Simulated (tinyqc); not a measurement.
Inside a calculation. Method: lattice vibrations of a chain. Computed by tinyqc, a small Python program that keeps every step. Command: `OMP_NUM_THREADS=1 python tinyqc.py 24607 24608 out.jsonl` (the two numbers bound the seeds that draw the settings). One thread of a shared host (Intel(R) Xeon(R) Processor @ 2.60GHz), about 0.01 s of CPU time with the checks.

## Dynamical matrix at q = 0.15

A chain moving along its axis:
```
atom                mass (u)  spring to the next atom (eV/angstrom^2)
1                  86.900000                                 2.100000
2                  42.900000                                 6.700000
3                  13.100000                                26.700000
second neighbours          -                                 2.700000
```

q is in units of 2 pi/a. A spring k from atom i to atom j, n cells on, adds k to Phi_ii and Phi_jj, -k exp(2 pi i q n) to Phi_ij and the conjugate to Phi_ji (for one atom a cell: 2k (1 - cos 2 pi q n)); D_ij = Phi_ij / sqrt(m_i m_j).

D(q) (eV/(angstrom^2 u)):
$$\begin{pmatrix}
0.393556 & -0.060386+0.035775i & -0.545164+0.640211i \\
-0.060386-0.035775i & 0.331002 & -0.349570+0.092142i \\
-0.545164-0.640211i & -0.349570-0.092142i & 2.961832
\end{pmatrix}$$

## Frequencies

omega^2 are the eigenvalues; wavenumber = 521.4708 sqrt(eigenvalue) 1/cm.

eigenvalues: [0.032895, 0.404218, 3.249278]

wavenumbers (1/cm): [94.6, 331.5, 940.0]

weights |e|^2 of the mass-weighted modes, order atom 1, atom 2, atom 3:
$$\begin{pmatrix}
0.621652 & 0.300961 & 0.077387 \\
0.292451 & 0.695115 & 0.012435 \\
0.085898 & 0.003924 & 0.910178
\end{pmatrix}$$

## Dispersion and heat capacity

C/k_B per atom = mean over q = (j + 1/2)/80, j = 0..39 and all branches of y^2 e^y/(e^y - 1)^2, y = hc wavenumber / k_B T.

Wavenumbers (1/cm):
```
q           branch 1    branch 2    branch 3
0.000000    0.000000  335.362902  943.386745
0.062500   40.244688  334.696982  942.764616
0.125000   79.433872  332.705303  940.980482
0.187500  116.518723  329.408795  938.275044
0.250000  150.452364  324.861132  935.027356
0.312500  180.142381  319.219483  931.715874
0.375000  204.275820  312.960457  928.856268
0.437500  220.880650  307.379337  926.917746
0.500000  227.026059  304.960675  926.231602
```

Heat capacity:
```
T (K)  C/k_B per atom
20           0.047767
50           0.131112
100          0.305355
200          0.536652
300          0.670026
600          0.869562
1200         0.962093
```

zero-point energy per atom = 28.851223 meV
